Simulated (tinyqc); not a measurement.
Hot electrons in a saturated n-channel MOSFET, lucky-electron model: two steps of the calculation.

Beyond pinch-off the lateral field grows as Esat cosh(y/l) over the velocity-saturated region (pseudo-two-dimensional model). Impact ionisation in this region gives the substrate current, which biases the body forward through Rsub. Currents are per width. Local-field laws: they overstate ionisation when the field peak is narrower than an energy relaxation length.

Parameters, values chosen for the exercise; values close to those of silicon n-channel devices:
```
symbol,value,unit,meaning
L,0.25,um,channel length
tox,6.1,nm,oxide thickness
xj,82,nm,junction depth
VT,0.6,V,threshold
mu,380,cm^2/(V s),effective mobility
vs,8.7e6,cm/s,saturation velocity
Ai,2e6,1/cm,ionisation prefactor
Bi,1.64,MV/cm,ionisation field
Rd,700,ohm um,resistance of the lightly doped drain
Rsub,10000,ohm um,substrate resistance
kb,0.21,,fall of VT per volt of forward body bias
Vd,2,V,drain voltage
Vg,1,V,gate voltage
```

Constants: eps0 = 8.8541878128e-14 F/cm where lengths are in cm. Results are converted to the units shown.

Task 1. Length and field scales. Cox = 3.9 eps0/tox, l = sqrt(3 tox xj), Esat = 2 vs/mu.

Find: Cox; l; Esat; Esat L.

Result 1.

Cox = 0.56609 uF/cm^2
l = 38.738 nm
Esat = 0.045789 MV/cm
Esat L = 1.1447 V

Task 2. Body bias from the substrate current. Cox = 3.9 eps0/tox. Overdrive g = Vg - VT + kb Vb; Vdsat = g Esat L/(g + Esat L); Id = Cox vs (g - Vdsat); dV = Vd - Id Rd - Vdsat; Em = sqrt((dV/l)^2 + Esat^2); Isub = Id (Ai/Bi) l Em exp(-Bi/Em). Vb(new) = Rsub Isub.

Vb at the start = 0 V
l = 38.737579 nm
Esat = 0.045789474 MV/cm

Wanted: Vdsat; Id; dV; Em; Isub; Vb after iteration 1.

Result 2.

Vdsat = 0.2964 V
Id = 51.01 uA/um
dV = 1.668 V
Em = 0.4330 MV/cm
Isub = 2.363 uA/um
Vb after iteration 1 = 0.02363 V

Computed by the program tinyqc: `OMP_NUM_THREADS=1 python tinyqc.py 2550154 2550155 out.jsonl`, one thread of a shared Intel Xeon 2.30GHz, about 0.05 s for the whole run.
